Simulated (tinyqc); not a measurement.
Strain-driven roughening and islands of a mismatched epitaxial film: one step, computed by the program tinyqc.

Film and substrate share isotropic elastic constants; the film is coherent and biaxially strained.

Task: Wetting layer. The surface energy depends on thickness as gamma + (gamma_s - gamma) exp(-h/delta). Its curvature adds W2 = (gamma_s - gamma) exp(-h/delta)/delta^2 to the restoring terms; the flat film is stable while W2 > (1 + nu)^2 w^2/gamma, which gives h_c = delta ln[(gamma_s - gamma) gamma/(delta^2 (1 + nu)^2 w^2)], or 0 if negative.

Inputs (values chosen for the exercise, modelled on InAs on InP):
```
quantity                        value   unit
Poisson ratio nu                 0.28      -
surface energy gamma             0.69  J/m^2
wetting energy gamma_s - gamma   0.29  J/m^2
decay length of wetting delta    0.19     nm
```

energy density w = 115.2041 MJ/m^3

Give: wetting-layer thickness h_c.

Result:

wetting-layer thickness h_c = 1.053 nm

Layer-by-layer growth up to h_c, then roughening: the Stranski-Krastanov mode.
